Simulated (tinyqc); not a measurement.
Swing of the coupled dose with resist thickness: standing waves and exposure in a photoresist film.

Normal incidence from air. Unexposed resist: N1 = n1 + i k1 with k1 = (A + B) lam/(4 pi), lam in micrometres. r01 = (1 - N1)/(1 + N1), t01 = 2/(1 + N1). Below the resist lie the layer Na = na + i ka and the substrate Ns = ns + i ks: r12 = (r1a + ras x)/(1 + r1a ras x), x = exp(4 pi i Na da/lam), r1a = (N1 - Na)/(N1 + Na), ras = (Na - Ns)/(Na + Ns). With p = exp(2 pi i N1 d/lam), the field at depth z is E(z) = t01 [exp(2 pi i N1 z/lam) + r12 p^2 exp(-2 pi i N1 z/lam)]/(1 + r01 r12 p^2), the relative intensity I(z) = n1 |E(z)|^2 and the reflectance R = |(r01 + r12 p^2)/(1 + r01 r12 p^2)|^2.

Values chosen for the exercise (a resist on W, indices near tabulated ones; not measured data):
- lam = 248 nm (vacuum wavelength)
- n1 = 1.773 (resist index)
- A = 0.01 1/micrometre (bleachable absorption (Dill A))
- B = 0.63 1/micrometre (fixed absorption (Dill B))
- d = 429 nm (resist thickness)
- ns = 3.355 (substrate n)
- ks = 2.853 (substrate k)
- na = 1.81 (n of the bottom antireflection layer)
- ka = 0.392 (its k)
- da = 78 nm (its thickness)

The mean of I is taken over 800 depths; the relative dose to clear is taken as 1/(mean of I over the lowest period, 60 depths), scaled to 1 in the first row.

Swing:

| d (nm) | R | mean I | relative dose |
|---|---|---|---|
| 429.0 | 0.0560 | 0.8777 | 1.000 |
| 440.7 | 0.0164 | 0.9161 | 0.969 |
| 452.3 | 0.0663 | 0.8702 | 1.031 |
| 464.0 | 0.1431 | 0.7946 | 1.132 |
| 475.6 | 0.1721 | 0.7602 | 1.178 |
| 487.3 | 0.1332 | 0.7888 | 1.132 |
| 498.9 | 0.0562 | 0.8558 | 1.048 |
| 510.6 | 0.0181 | 0.8908 | 1.018 |
| 522.3 | 0.0662 | 0.8470 | 1.080 |
| 533.9 | 0.1392 | 0.7771 | 1.181 |
| 545.6 | 0.1674 | 0.7452 | 1.228 |
| 557.2 | 0.1302 | 0.7723 | 1.183 |
| 568.9 | 0.0558 | 0.8352 | 1.098 |

The period is 69.9 nm, six rows. The relative dose swings between 0.969 and 1.228, a ratio (max - min)/mean of 0.236, against the estimate 4 sqrt(|r01|^2 |r12|^2) exp(-(A + B) d) = 0.177 for the oscillating part alone; the ratio from the table also holds the slow rise from absorption, 9.8 % over two periods, so the two are not strictly comparable. The dose is least sensitive to thickness at an extremum; the lowest dose listed is at 440.7 nm.

(tinyqc, `OMP_NUM_THREADS=1 python tinyqc.py 1682057 1682058 out.jsonl`, Intel(R) Xeon(R) Processor @ 2.30GHz, 1 thread, shared host, about 0.01 s.)
